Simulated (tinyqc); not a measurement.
# Carrier lifetime of a p-type layer with SRH, radiative, Auger and surface recombination: effects of single changes

Uniform excess density dn = dp (no trapping), n = n0 + dn, p = p0 + dn, Boltzmann statistics, full ionisation. Surfaces enter as a rate 2 S dn/d, which holds while diffusion to them is fast.

Parameters, values chosen for the exercise; band and dielectric values close to those of 4H silicon carbide: temperature T = 350 K; band gap Eg = 3.31 eV; conduction-band density of states at T Nc = 2.18e19 cm^-3; valence-band density of states at T Nv = 3.1e19 cm^-3; radiative coefficient B = 1.48e-12 cm^3/s; acceptor density N = 3.1e15 cm^-3; Auger coefficient (two electrons) Cn = 2.9e-31 cm^6/s; Auger coefficient (two holes) Cp = 1.6e-31 cm^6/s; trap density Nt = 5.7e13 cm^-3; capture cross-section for electrons sn = 2e-15 cm^2; capture cross-section for holes sp = 9e-17 cm^2; thermal velocity (both carriers) vth = 1.6e7 cm/s; trap level below the conduction band Et = 0.73 eV; surface recombination velocity (both faces) S = 6 cm/s; sample thickness d = 20 um.

Constants: q = 1.602176634e-19 C, kB = 1.380649e-23 J/K, Vt = kB T/q. Results are converted to the units shown.

Each table varies one quantity; the others keep the values above.

## Lifetime against injection

ni = sqrt(Nc Nv) exp(-Eg/(2 Vt)), Eg in volts; majority density N/2 + sqrt(N^2/4 + ni^2), n0 p0 = ni^2; n1 = Nc exp(-Et/Vt), p1 = Nv exp((Et - Eg)/Vt); tn0 = 1/(sn vth Nt), tp0 = 1/(sp vth Nt). With e = n p - ni^2 = dn (n0 + p0 + dn): U_SRH = e/(tp0 (n + n1) + tn0 (p + p1)), U_rad = B e, U_Aug = (Cn n + Cp p) e, U_s = 2 S dn/d. Each tau is dn over its rate; tau = dn/U with U the sum.

The same in every row: tau_s (s) = 1.667e-4.

Result of one run:

| dn (cm^-3) | tau_SRH (s) | tau_rad (s) | tau_Aug (s) | tau (s) | radiative share (%) | largest path |
|---|---|---|---|---|---|---|
| 1e11 | 5.486e-7 | 2.180e-4 | 0.6503 | 5.455e-7 | 0.2503 | SRH |

What becomes of these results when the excess density dn is changed from 1e11 to 1e19 cm^-3, all else the same?

Result of the changed run:

| dn (cm^-3) | tau_SRH (s) | tau_rad (s) | tau_Aug (s) | tau (s) | radiative share (%) | largest path |
|---|---|---|---|---|---|---|
| 1e19 | 1.273e-5 | 6.755e-8 | 2.221e-8 | 1.669e-8 | 24.71 | Auger |

The whole series:

| dn (cm^-3) | tau_SRH (s) | tau_rad (s) | tau_Aug (s) | tau (s) | radiative share (%) | largest path |
|---|---|---|---|---|---|---|
| 1e11 | 5.486e-7 | 2.180e-4 | 0.6503 | 5.455e-7 | 0.2503 | SRH |
| 1e12 | 5.522e-7 | 2.179e-4 | 0.6496 | 5.490e-7 | 0.2519 | SRH |
| 1e13 | 5.874e-7 | 2.173e-4 | 0.6424 | 5.838e-7 | 0.2687 | SRH |
| 1e14 | 9.290e-7 | 2.111e-4 | 0.5776 | 9.198e-7 | 0.4356 | SRH |
| 1e15 | 3.520e-6 | 1.648e-4 | 0.2578 | 3.376e-6 | 2.049 | SRH |
| 1e16 | 9.848e-6 | 5.158e-5 | 0.01528 | 7.874e-6 | 15.27 | SRH |
| 1e17 | 1.237e-5 | 6.554e-6 | 2.132e-4 | 4.096e-6 | 62.50 | radiative |
| 1e18 | 1.269e-5 | 6.736e-7 | 2.213e-6 | 4.947e-7 | 73.45 | radiative |
| 1e19 | 1.273e-5 | 6.755e-8 | 2.221e-8 | 1.669e-8 | 24.71 | Auger |

SRH recombination leads at dn = 1e11, radiative from 1e17, Auger from 1e19 on. The total lifetime goes from 5.45e-7 through a maximum of 7.87e-6 (at dn = 1e16 among the rows listed) to 1.67e-8 s. tau_SRH goes from 5.49e-7 s (low-injection limit 5.48e-7 s) to 1.27e-5 s (high-injection limit tn0 + tp0 = 1.27e-5 s). Between the last two rows tau_rad goes as dn^(-1.00) and tau_Aug as dn^(-2.00); the radiative share goes from 0.250 through a maximum of 73.4 (at dn = 1e18 among the rows listed) to 24.7 %. For dn = 1e19 the carriers are degenerate, where B and the Auger coefficients no longer stay constant.

## Effect of the trap level below the conduction band at dn = 2e13 cm^-3

Same model as above.

Here dn = 2e13 cm^-3.

The same in every row: tau_rad (s) = 2.166e-4; tau_Aug (s) = 0.6347; tau_s (s) = 1.667e-4.

Effect of the trap level below the conduction band at dn = 2e13 cm^-3:

| Et (eV) | tau_SRH (s) | tau (s) | radiative share (%) | largest path |
|---|---|---|---|---|
| 0.06 | 0.01164 | 9.341e-5 | 43.13 | surface |
| 0.46 | 6.466e-7 | 6.422e-7 | 0.2965 | SRH |
| 0.86 | 6.263e-7 | 6.222e-7 | 0.2873 | SRH |
| 1.26 | 6.263e-7 | 6.222e-7 | 0.2873 | SRH |
| 1.66 | 6.263e-7 | 6.222e-7 | 0.2873 | SRH |
| 2.05 | 6.263e-7 | 6.222e-7 | 0.2873 | SRH |
| 2.45 | 6.263e-7 | 6.222e-7 | 0.2873 | SRH |
| 2.85 | 6.276e-7 | 6.235e-7 | 0.2879 | SRH |
| 3.25 | 7.457e-4 | 8.361e-5 | 38.61 | surface |

Surface recombination leads at Et = 0.06, SRH from 0.46, surface from 3.25 on. tau_SRH goes from 0.0116 through a minimum of 6.26e-7 (at Et = 0.86 to 2.45 among the rows listed) to 7.46e-4 s and the total lifetime goes from 9.34e-5 through a minimum of 6.22e-7 (at Et = 0.86 to 2.45 among the rows listed) to 8.36e-5 s. tau_SRH is within a factor 1.5 of its lowest value for Et from 0.46 to 2.85 eV; nearer a band edge n1 or p1 outgrows the carrier densities and the trap re-emits what it captured.

Program tinyqc, `OMP_NUM_THREADS=1 python tinyqc.py 2300017 2300018 out.jsonl`; Intel Xeon 2.30GHz, shared host, one thread, about 0.01 s.
